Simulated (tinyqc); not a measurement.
# Input admittance of a MOSFET at zero drain bias: distributed channel and distributed gate: two studies

Source and drain grounded, strong inversion, w = 2 pi f, Cox = eps0 eox/tox. The channel is an RC line of resistance 1/(mu Cox Vo) per square fed from both ends, so one finger has the intrinsic admittance y = i w Cox L tanh(g)/g per width, g = (1/2) sqrt(i w tau), tau = L^2/(mu Vo). The vertical resistance rv/L is in series with y, the overlaps 2 i w Cov in parallel: y_t = 1/(1/y + rv/L) + 2 i w Cov. The gate strip is a line of Rsh/L per length loaded by y_t, so a finger has Y = y_t Wf tanh(k)/k, k = (Wf/sd) sqrt(y_t Rsh/L); the device has Nf Y.

Parameters, values chosen for the exercise; values of the order met in silicon radio-frequency transistors:
- eox = 3.9 (relative permittivity of the gate insulator (close to silicon dioxide))
- tox = 6.6 nm (insulator thickness)
- L = 1.3 um (channel length)
- Wf = 2 um (finger width)
- Nf = 4 (number of fingers)
- mu = 150 cm^2/(V s) (channel mobility)
- Vo = 0.46 V (gate overdrive)
- Rsh = 16 ohm/square (sheet resistance of the gate)
- rv = 0 ohm um^2 (vertical resistivity of the gate stack)
- sd = 1 (number of ends at which a finger is contacted)
- Cov = 0.19 fF/um (overlap and fringe capacitance on each side)
- f = 0.43 GHz (frequency)

Constants: eps0 = 8.8541878128e-14 F/cm where lengths are in cm. Results are converted to the units shown.

Each table varies one quantity; the others keep the values above.

## Input impedance against frequency

Low-frequency limits, with c = Cox L and ct = c + 2 Cov: R_strip = Rsh Wf/(3 sd^2 L Nf), R_ch = (c/ct)^2 L/(12 mu Cox Vo Wf Nf), R_vert = (c/ct)^2 rv/(L Wf Nf), C = ct Wf Nf. Z = 1/(Nf Y) = R + 1/(i w C), Q = |Im Z|/R, far-point signal |1/cosh k|.

The same in every row: low-frequency R (ohm) = 338.51.

Input impedance against frequency:
```
f (GHz)      w tau        |k|  R (ohm)  C (fF)       Q  signal at the far point
0.004    0.0061557  0.0029809   338.51  57.453  2045.9                   1.0000
0.01      0.015389  0.0047132   338.51  57.453  818.34                   1.0000
0.03      0.046168  0.0081635   338.51  57.453  272.78                   1.0000
0.09       0.13850   0.014139   338.51  57.451  90.931                   1.0000
0.2        0.30779   0.021073   338.49  57.444  40.926                  0.99999
0.6        0.92336   0.036435   338.35  57.372  13.665                  0.99995
2           3.0779   0.065236   336.73  56.568  4.1777                  0.99951
5           7.6946   0.094558   327.79  52.500  1.8497                  0.99788
10          15.389    0.11377   300.64  43.022  1.2305                  0.99594
```

R falls from 339 to 301 ohm and C falls from 57.5 to 43.0 fF. Q goes as f^(-1.00) between the first two rows and f^(-0.59) between the last two, where w tau = 15.4 and |k| = 0.114. The low-frequency limits hold both R and C within 5 % up to f = 2 GHz among the rows.

## Dividing a fixed width into fingers

Total width Wf Nf = 8 um; each finger also has a contact resistance Rc at each contacted end, which adds Rc/(sd Nf). The resistances are low-frequency limits, good while |k| is below about 1; the far-point signal is |1/cosh k| at f, without Rc.

The same in every row: R_ch + R_vert (ohm) = 336.5.

Result of one run:
```
Nf  Wf (um)  R_strip (ohm)  Rc/(sd Nf) for Rc = 30 ohm (ohm)  sum (ohm)  signal at the far point
64   0.1250       0.008013                            0.4688      336.9                    1.000
```

What becomes of these results when the number of fingers Nf is changed from 64 to 2, all else the same?

Result of the changed run:
```
Nf  Wf (um)  R_strip (ohm)  Rc/(sd Nf) for Rc = 30 ohm (ohm)  sum (ohm)  signal at the far point
2     4.000          8.205                             15.00      359.7                   0.9999
```

The whole series:
```
Nf   Wf (um)  R_strip (ohm)  Rc/(sd Nf) for Rc = 30 ohm (ohm)  sum (ohm)  signal at the far point
1      8.000          32.82                             30.00      399.3                   0.9996
2      4.000          8.205                             15.00      359.7                   0.9999
4      2.000          2.051                             7.500      346.0                    1.000
8      1.000         0.5128                             3.750      340.7                    1.000
16    0.5000         0.1282                             1.875      338.5                    1.000
32    0.2500        0.03205                            0.9375      337.4                    1.000
64    0.1250       0.008013                            0.4688      336.9                    1.000
128  0.06250       0.002003                            0.2344      336.7                    1.000
```

R_strip falls as 1/Nf^2, from 32.8 to 0.00200 ohm, the contact term as 1/Nf, and R_ch + R_vert stays at 336 ohm since the total width is fixed. The sum is within a factor 1.5 of that floor from Nf = 1 on. More fingers add wiring capacitance, which is left out.

Numbers from tinyqc (`OMP_NUM_THREADS=1 python tinyqc.py 2262142 2262143 out.jsonl`; about 0.01 s on one thread of a shared Intel Xeon 2.30GHz).
